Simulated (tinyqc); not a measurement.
Shallow acceptor in the spherical model (Baldereschi-Lipari), strong spin-orbit limit: one step, computed by the program tinyqc. Command: `OMP_NUM_THREADS=1 python tinyqc.py 3008348 3008349 out.jsonl acceptor walk`. One thread of a shared host (Intel(R) Xeon(R) Processor @ 2.30GHz), about 0.01 s of CPU time with the checks.

The 1S(3/2) state has an s envelope f(r) and a d envelope g(r). In effective units they obey -(f'' + 2f'/r + 2f/r) + mu (g'' + 5g'/r + 3g/r^2) = E f and -(g'' + 2g'/r - 6g/r^2 + 2g/r) + mu (f'' - f'/r) = E g. The cubic term, the split-off band and the central cell are left out.

Task: Effective units and couplings. Ry* = Ry/(gamma_1 eps^2), a* = a_0 eps gamma_1, mu = (6 gamma_3 + 4 gamma_2)/(5 gamma_1), delta = (gamma_3 - gamma_2)/gamma_1; spherical masses 1/(gamma_1 (1 - mu)) (heavy) and 1/(gamma_1 (1 + mu)) (light).

Inputs (values chosen for the exercise, modelled on GaP):
```
quantity                 value  unit
Luttinger gamma_1         3.98     -
Luttinger gamma_2          0.5     -
Luttinger gamma_3         1.24     -
dielectric constant eps   11.1     -
```

Constants: Ry = 13.605693123 eV; a_0 = 0.529177210903 angstrom.

Give: Ry*; a*; mu; delta; heavy-hole mass; light-hole mass.

Result:

Ry* = 27.745 meV

a* = 23.378 angstrom

mu = 0.47437

delta = 0.18593

heavy-hole mass = 0.47801 m_0

light-hole mass = 0.17042 m_0

Caution: gamma_3 and gamma_2 differ by more than 0.17 gamma_1: band warping, left out here, adds several per cent to the binding.
